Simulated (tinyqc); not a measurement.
# Charge needed for a dipole step

Two sheets of opposite charge dd apart with permittivity ei give the step D = q N dd/(eps0 ei).

Values chosen for this exercise:
```
symbol  value  unit                                        meaning
ei        9.9        relative permittivity inside the dipole layer
dd       0.29    nm                  thickness of the dipole layer
```

Constants: q = 1.602176634e-19 C, eps0 = 8.8541878128e-14 F/cm where lengths are in cm. Results are converted to the units shown.

Results:
```
N (cm^-2)     D (V)  field (MV/cm)  moment (debye/nm^2, 1 D = 3.33564e-30 C m)
1e12       0.005301         0.1828                                      0.1393
2.7e12      0.01431         0.4935                                      0.3761
6.8e12      0.03604          1.243                                      0.9472
1.7e13      0.09011          3.107                                       2.368
4.5e13       0.2385          8.225                                       6.268
2.9e14        1.537          53.01                                       40.39
```

Estimate the missing row, N = 1.1e14 cm^-2.

Computed row:
```
N (cm^-2)   D (V)  field (MV/cm)  moment (debye/nm^2, 1 D = 3.33564e-30 C m)
1.1e14     0.5831          20.11                                       15.32
```

With this row back in the table: D is proportional to N, 0.1 V for 1.89e13 cm^-2. The same sheet as an uncompensated charge under 1 nm of a dielectric of permittivity 3.9 would shift the flat band by 0.875 V, and that shift would grow with thickness, which a dipole step does not. For N = 1.1e14, 2.9e14 the field exceeds 20 MV/cm; it acts over one bond length, where the sheet picture is only a bookkeeping device.

Numbers from tinyqc (`OMP_NUM_THREADS=1 python tinyqc.py 2410067 2410068 out.jsonl`; about 0.01 s on one thread of a shared Intel Xeon 2.30GHz).
